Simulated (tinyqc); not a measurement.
Formation energy of a charged point defect from supercell energies: one step, computed by the program tinyqc. Command: `OMP_NUM_THREADS=1 python tinyqc.py 3012440 3012441 out.jsonl formation walk`. One thread of a shared host (Intel(R) Xeon(R) Processor @ 2.30GHz), about 0.01 s of CPU time with the checks.

The host is a compound AB. Making the defect adds n_A = 1, n_B = -1 atoms to the cell. All total energies are inputs. E_F is counted from the valence-band maximum (VBM); x = 0 is A-rich and x = 1 B-rich growth.

Question. Image-charge corrections. Image-charge correction of a point charge in a neutralising background: E_corr = q^2 alpha e^2/(4 pi eps_0) / (2 eps L), alpha = 2.888282 for a fcc array with L the cube root of the volume.

Inputs (values chosen for the exercise, for a model compound AB): gap E_g = 2.08 eV; dielectric constant eps = 9.6; cell length L = 20.9 angstrom.

Defect: A on a B site. Supercell lattice: fcc.

charge states q: 0  -1  -2  -3

Constants: e^2/(4 pi eps_0) = 14.39964548 eV angstrom.

Give: E_corr.

Answer.

E_corr (eV): (q=0) 0.0000, (q=-1) 0.1036, (q=-2) 0.4146, (q=-3) 0.9328

Caution: the largest image-charge correction in these energies, q^2 alpha e^2/(8 pi eps_0 eps L) with alpha = 2.888282, exceeds a quarter of the gap; the point-charge term alone is then a rough estimate, usually too large for a charge that is spread out.
